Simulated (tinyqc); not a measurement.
Undoped gate-all-around wire MOSFET, analytic charge model: one step of the calculation.

An undoped round wire of radius R under an insulator shell and a surrounding gate; long channel, electrons only, n = ni exp((psi - V)/Vt) with V the quasi-Fermi potential (0 at the source, Vd at the drain), constant mobility, no quantisation. The radial Poisson equation gives n(r) = n(0)/(1 - (1 - b) r^2/R^2)^2 with b = Q0/(Q + Q0). Q is the electron charge per area of the wire surface.

Problem. Constants of the wire. ni = sqrt(Nc Nv) exp(-Eg/(2 Vt)), Eg in volts; Cox = eps0 eox/(R ln(1 + tox/R)); Q0 = 4 eps0 eps_r Vt/R; V0 = dphi + Vt ln[8 eps0 eps_r Vt/(q ni R^2)].

Parameters, values chosen for the exercise; material values those of a made-up semiconductor:
```
symbol,value,unit,meaning
T,250,K,temperature
Eg,1.53,eV,band gap
eps_r,14.1,,relative permittivity of the semiconductor
Nc,2.87e17,cm^-3,conduction-band density of states at T
Nv,6.41e18,cm^-3,valence-band density of states at T
eox,21.8,,relative permittivity of the gate insulator
tox,7.6,nm,insulator thickness
R,5,nm,wire radius
dphi,0.02,V,gate work function less that of the intrinsic body
```

Constants: q = 1.602176634e-19 C, kB = 1.380649e-23 J/K, Vt = kB T/q, eps0 = 8.8541878128e-14 F/cm where lengths are in cm. Results are converted to the units shown.

Wanted: ni; Cox; Q0; V0.

Solution.

ni = 513.63 cm^-3
Cox = 4.1768 uF/cm^2
Q0 = 215.16 nC/cm^2
V0 = 0.81465 V

Numbers from tinyqc (`OMP_NUM_THREADS=1 python tinyqc.py 2460141 2460142 out.jsonl`; about 0.03 s on one thread of a shared Intel Xeon 2.30GHz).
